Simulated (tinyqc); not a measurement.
Inside a calculation. Method: MP2 on RHF in the 6-31g basis, for H2, spin multiplicity 1. One step of it, computed by the program tinyqc.

Task: Orthogonalisation. S = U s U^T; symmetric (Loewdin) form X = U s^(-1/2) U^T, so that X^T S X = 1.

overlap S:
```
          1H 1s     1H 2s     2H 1s     2H 2s
1H 1s  1.000000  0.658292  0.307466  0.442092
1H 2s  0.658292  1.000000  0.442092  0.783280
2H 1s  0.307466  0.442092  1.000000  0.658292
2H 2s  0.442092  0.783280  0.658292  1.000000
```

Give: eigenvalues of S; X.

Result:

eigenvalues of S: 0.1332  0.4196  0.7761  2.6712

X:
```
         1H 1s    1H 2s    2H 1s    2H 2s
1H 1s   1.2600  -0.4976  -0.0837   0.0422
1H 2s  -0.4976   1.7556   0.0422  -0.7762
2H 1s  -0.0837   0.0422   1.2600  -0.4976
2H 2s   0.0422  -0.7762  -0.4976   1.7556
```
